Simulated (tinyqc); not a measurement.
KAI against NLS in time: switching kinetics of a ferroelectric film and the memory window of a ferroelectric gate stack. Computed by tinyqc, a small Python program. Command: `OMP_NUM_THREADS=1 python tinyqc.py 3017056 3017057 out.jsonl feswitch walk`. One thread of a shared host (Intel(R) Xeon(R) Processor @ 2.30GHz), about 0.01 s of CPU time with the checks.

Fields in MV/cm; 1 microcoulomb/cm^2 over eps_0 is 11.29409 MV/cm. In the stack (metal, ferroelectric, interlayer, channel) the channel is taken as a conductor.

Inputs (values chosen for the exercise, for a model film): dimension n = 2; half width w of log10 t = 0.68.

Method. KAI: 1 - exp[-(t/t1)^n]. NLS: the same kernel averaged over the Lorentzian F = (1/pi) w/[(z - log10 t1)^2 + w^2] in z = log10 tau.

Switched share:
```
log10(t/t1),KAI,NLS
-3.0,0.0000,0.07468
-2.0,0.0001,0.11328
-1.0,0.0100,0.22123
-0.5,0.0952,0.35147
-0.2,0.3284,0.46525
0.0,0.6321,0.54837
0.2,0.9189,0.62755
0.5,1.0000,0.72413
1.0,1.0000,0.82128
2.0,1.0000,0.90011
3.0,1.0000,0.93134
```

KAI goes from 10 to 90 % within 0.67 decades of time; a Lorentzian of this width needs about 2 w tan(0.4 pi) = 4.2 decades. Three decades after t1, 6.9 % of the NLS film has not switched, and three decades before it 7.5 % already has: the tails set write margins and disturb errors.
